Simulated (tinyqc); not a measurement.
What moves the results: ellipsoidal valleys in the axes of a wafer and a channel. A value that a table varies takes the place of the one given here.

Valleys with axes a along x, y and z, two valleys each; inverse mass tensor w = 1/mt + (1/ml - 1/mt) a a. Device axes: z = nz/|nz|, x = nx/|nx|, y = z cross x; in them a = (ax, ay, az). Confinement mass mz = 1/w_zz. In the plane w_ij is replaced by u_ij = w_ij - w_iz w_jz/w_zz (i, j = x, y); density-of-states mass md = 1/sqrt(det u); conductivity mass along x mc = 1/u_xx; ballistic transport mass mx = u_yy/det u, width mass my = 1/u_yy.

Hard walls: E_n = c (n pi/t)^2/mz, c = hbar^2/2m0, n = 1, 2, 3. Non-degenerate share of a valley proportional to md sum_n exp(-E_n/kT); mean 1/mc = sum of share/mc. 1 nm = 10 angstrom.

Constants: hbar^2/2m0 = 3.80998211 eV angstrom^2; kB = 8.617333262e-05 eV/K.

Parameters, chosen for this exercise (near those of the Delta valleys of Si; not measured data): ml = 0.942 m0 (longitudinal mass); mt = 0.183 m0 (transverse mass); t = 8.4 nm (thickness of the film); T = 300 K (temperature); nz = (1, 1, 1) (surface normal (confinement)); nx = (1, 1, -2) (channel direction).

## Wafer and channel orientation

For each face/channel: the lowest ladder (mz, number of valleys, md, E1, share) and the mean conductivity mass over all valleys.

Results:
```
face/channel,mz,valleys,md,E1 (meV),share,mean mc
(113)/[1-10],0.537,2,0.242,9.9,0.434,0.2428
(001)/[100],0.942,2,0.183,5.7,0.472,0.2324
(001)/[110],0.942,2,0.183,5.7,0.472,0.2324
(112)/[11-1],0.395,2,0.282,13.5,0.401,0.3147
(210)/[001],0.515,2,0.248,10.4,0.429,0.2335
(111)/[1-10],0.250,6,0.355,21.3,1.000,0.2892
(111)/[11-2],0.250,6,0.355,21.3,1.000,0.2892
```

The mean conductivity mass is lowest, 0.2324, for (001)/[100] and (001)/[110] and highest, 0.3147, for (112)/[11-1]; the bulk value is 0.2502. The confinement energy is lowest on the face with the heaviest mz ((001), 6 meV). The density of states of the lowest ladder, valleys times md, runs between 0.366 and 2.131; a small value limits the charge through the quantum capacitance.

## What each parameter does

Lowest E1, its share and the mean conductivity mass. Each row changes one parameter from the base and keeps the others.

Results:
```
case,lowest E1 (meV),share,mean mc (m0)
base,21.30,1.0000,0.2892
ml = 0.848 m0,21.51,1.0000,0.2832
mt = 0.165 m0,23.42,1.0000,0.2658
t = 7.56 nm,26.30,1.0000,0.2892
T = 270 K,21.30,1.0000,0.2892
```

The largest shifts from the base row, up to three for each result and ties (the steps differ in size, so this ranks the rows, not the parameters). lowest E1 (meV): t +5.00, mt +2.12, ml +0.21; unchanged at the printed digits by T. share: unchanged at the printed digits by ml, mt, t and T. mean mc (m0): mt -0.0234, ml -0.0059; unchanged at the printed digits by t and T.

tinyqc: `OMP_NUM_THREADS=1 python tinyqc.py 1850605 1850606 out.jsonl`; about 0.01 s, one thread, shared Intel(R) Xeon(R) Processor @ 2.30GHz.
